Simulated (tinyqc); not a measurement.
## Access strength from the read disturbance

Inverse problem. Transistor (EKV form, voltages against the body): I = 2 n b Vt^2 [F(vp - Vs) - F(vp - Vd)] from drain to source, F(v) = ln^2(1 + exp(v/(2 Vt))), vp = (Vg - VT + sg |Vd - Vs|)/n. n-channel bodies are at 0; for the p-channel device all voltages are counted down from Vdd. b in uA/V^2 gives I in uA. In an SRAM read the low node Q obeys In(gate QB, drain Q) = Ip(gate QB, drain Q) + Ia, where the access transistor (threshold VTn) has its gate and drain at Vdd and its source at Q. Find Ia, ba and the cell ratio bn/ba.

Parameters, values chosen for the exercise:

| symbol | value | unit | meaning |
|---|---|---|---|
| T | 300 | K | temperature |
| Vdd | 0.9 | V | supply voltage |
| n | 1.15 |  | slope factor |
| sg | 0.117 |  | drain-induced barrier lowering |
| VTn | 0.33 | V | n-channel threshold |
| VTp | 0.39 | V | p-channel threshold (magnitude) |
| bn | 250 | uA/V^2 | gain factor of the pull-down transistor |
| bp | 69 | uA/V^2 | gain factor of the pull-up transistor |

Constants: q = 1.602176634e-19 C, kB = 1.380649e-23 J/K, Vt = kB T/q. Results are converted to the units shown.

Q and QB in the read (V): 0.099928134  0.89981815

Solution. The node equation gives Ia, which is proportional to ba.

Ia = 13.09 uA
ba = 100.0 uA/V^2
cell ratio = 2.500

Numbers from tinyqc (`OMP_NUM_THREADS=1 python tinyqc.py 2340019 2340020 out.jsonl`; about 0.1 s on one thread of a shared Intel Xeon 2.30GHz).
